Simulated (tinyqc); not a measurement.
# Adsorption as a lattice gas: isotherms with interactions, competition, desorption peaks and saturation dose, step by step

A worked calculation. Computed by tinyqc, a small Python program that keeps every step. Command: `OMP_NUM_THREADS=1 python tinyqc.py 3027580 3027581 out.jsonl adsorb walk`. One thread of a shared host (Intel(R) Xeon(R) Processor @ 2.30GHz), about 0.2 s of CPU time with the checks. Intermediate numbers are printed to about 5 digits and carried at full precision; extremes and crossings named in words are read from the listed rows.

One adsorbate per site; a molecule needs 1 empty site. Gas and surface have the same temperature.

Inputs (values chosen for the exercise, for a model surface):

| quantity | value | unit |
|---|---|---|
| desorption energy E | 1.1 | eV |
| prefactor nu | 3.7e+14 | 1/s |
| pair energy w (positive repels) | 0.069 | eV |
| neighbours z | 4 | - |
| site density N_s | 14 | 1/nm^2 |
| molecular mass M | 70.7 | u |
| sticking coefficient s0 | 0.027 | - |
| temperature T | 390 | K |
| pressure p | 0.031 | Pa |
| blocking by a second gas, K_B p_B | 0.55 | - |
| heating rate beta | 13 | K/s |
| aspect ratio a (depth over diameter) of a hole | 40 | - |

Adsorption: molecular (first order).

Constants: u = 1.6605390666e-27 kg; k_B = 1.380649e-23 J/K; k_B = 8.617333262e-05 eV/K.

## Flux and the Langmuir coverage

Flux F = p/sqrt(2 pi M k_B T); k_d = nu exp(-E/(k_B T)); s0 F (1 - theta) = N_s k_d theta, so y = s0 F/(N_s k_d), theta = y/(1 + y). With a second gas on the same sites theta = y/(1 + y + K_B p_B).

flux F = 491.88 1/(nm^2 s)

k_d = 2.2565 1/s

y = 0.42039

Langmuir coverage = 0.29597

coverage with the second gas = 0.21336

## Coverage with interactions

With u = w/(k_B T). Mean field: theta/(1 - theta) = y exp(-z u theta). Quasi-chemical: theta/(1 - theta) = y [(r - 1 + 2 theta)(1 - theta)/((r + 1 - 2 theta) theta)]^(-z/2) exp(-z u/2), r = sqrt(1 - 4 theta (1 - theta)(1 - exp(-u))).

u = 2.0531

coverage, mean field = 0.12806

coverage, quasi-chemical = 0.16681

Repulsion lowers the coverage from 0.2960. Both theories put half coverage at ln y = z u/2 = 4.106; here ln y = -0.867. Caution: for z u near 4 or above (near 8 on the triangular lattice, z = 6) mean field itself predicts sublattice order near half coverage (the exact threshold is higher); both uniform formulas leave ordering out.

## Isotherms

The formulas are those given above.

Coverage; the first column is ln y - z u/2:

| ln y - z u/2 | no interaction | mean field | quasi-chemical |
|---|---|---|---|
| -5.0 | 0.29033 | 0.12648 | 0.16469 |
| -3.0 | 0.75142 | 0.26126 | 0.31899 |
| -2.0 | 0.89151 | 0.33821 | 0.38556 |
| -1.0 | 0.95715 | 0.41836 | 0.44477 |
| -0.5 | 0.97356 | 0.45909 | 0.47264 |
| 0.0 | 0.98380 | 0.50000 | 0.50000 |
| 0.5 | 0.99011 | 0.54091 | 0.52736 |
| 1.0 | 0.99398 | 0.58164 | 0.55523 |
| 2.0 | 0.99778 | 0.66179 | 0.61444 |
| 3.0 | 0.99918 | 0.73874 | 0.68101 |
| 5.0 | 0.99989 | 0.87352 | 0.83531 |

At half coverage the slope d theta/d ln y is 1/4 without interaction, 1/(4 + z u) = 0.082 in mean field and 0.055 in the pair theory, 1/[4 + 2 z (exp(u/2) - 1)]. Repulsion spreads the filling over a wider range of pressure; the two theories differ by at most 0.058 in these rows.

## Desorption peak without interaction

The peak obeys E/(k_B T_p^2) = (nu/beta) exp(-E/(k_B T_p)) exactly. Redhead's shortcut, with the constant 3.46 (3.64 is also in use), reads E back as k_B T_p [ln(nu' T_p/beta) - 3.46], nu' = nu.

peak temperature T_p = 382.00 K

E by Redhead's shortcut = 1.1016 eV

The shortcut misses by +0.15 %, since 3.46 stands for ln(E/(k_B T_p)) = 3.51. A prefactor wrong by a factor 100 would shift E by 0.152 eV.

## Peak against initial coverage

Heating at the rate beta: d theta/dT = -(nu/beta) theta^1 exp(-[E - z w theta]/(k_B T)). Integrated numerically (relative tolerance 1e-9); T_p is the maximum of the rate.

Peak temperatures (K):

| theta_0 | w = 0 | with w |
|---|---|---|
| 0.1 | 382.00 | 374.76 |
| 0.3 | 382.00 | 359.61 |
| 0.5 | 382.00 | 343.55 |
| 0.7 | 382.00 | 326.68 |
| 0.9 | 382.00 | 309.14 |

Without interaction the peak does not move; with w it moves by -65.6 K, so repulsion in first order mimics second-order kinetics.

## Dose to saturate, flat and in a hole

Without desorption or interaction, 99 % coverage needs the time (N_s/(s0 F)) ln 100. For a round hole of aspect ratio a in molecular flow with unit sticking (Gordon), the time is N_s/F x [1 + (19/4) a + (3/2) a^2]. The larger of the two times is a rough guide.

time on a flat surface = 4.8545 s

time for the hole = 73.745 s

The hole is limited by transport: for deep holes the dose grows as a^2. Caution: with k_d = nu exp(-E/(k_B T)) of these inputs desorption is not negligible over the time on a flat surface, so without interaction 99 % coverage is not reached.

Checks made by the program: quasi-chemical form at low coverage and at the symmetry point (relative difference 9e-08); T_p against the integrated rate equation (relative difference 5e-09).
